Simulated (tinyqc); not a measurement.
Interstitial-substitutional diffusion of a fast metal impurity in a wafer (kick-out and dissociative mechanisms): one step, computed by the program tinyqc.

The metal moves as an interstitial A_i and dissolves on lattice sites either by kicking out a self-interstitial (A_i = A_s + I) or by filling a vacancy (A_i + V = A_s). With A_i at its solubility, local equilibrium and c = C_s/C_s*, self-interstitials and vacancies obey C_I/C_I* = 1/c and C_V/C_V* = c.

Task: Diffusivity against concentration. In defect-free silicon dc/dt = d/dx [(D_K/c^2 + D_F) dc/dx], c = 1 at both faces. D_K = D_I C_I*/C_s* and D_F = D_V C_V*/C_s*. The two terms are equal at c* = sqrt(D_K/D_F). Take c = 1, 0.5, 0.2, 0.1, 0.03 and 0.01.

Inputs (values chosen for the exercise, loosely like those of gold in silicon): temperature T = 1000 C.

D_K = 9.028728e-10 cm^2/s

D_F = 1.805243e-10 cm^2/s

Give: c*; Effective diffusivity (cm^2/s).

Result:

c* = 2.2364

Effective diffusivity (cm^2/s):

| c | kick-out term | total |
|---|---|---|
| 1.00 | 9.0287e-10 | 1.0834e-09 |
| 0.50 | 3.6115e-09 | 3.7920e-09 |
| 0.20 | 2.2572e-08 | 2.2752e-08 |
| 0.10 | 9.0287e-08 | 9.0468e-08 |
| 0.03 | 1.0032e-06 | 1.0034e-06 |
| 0.01 | 9.0287e-06 | 9.0289e-06 |
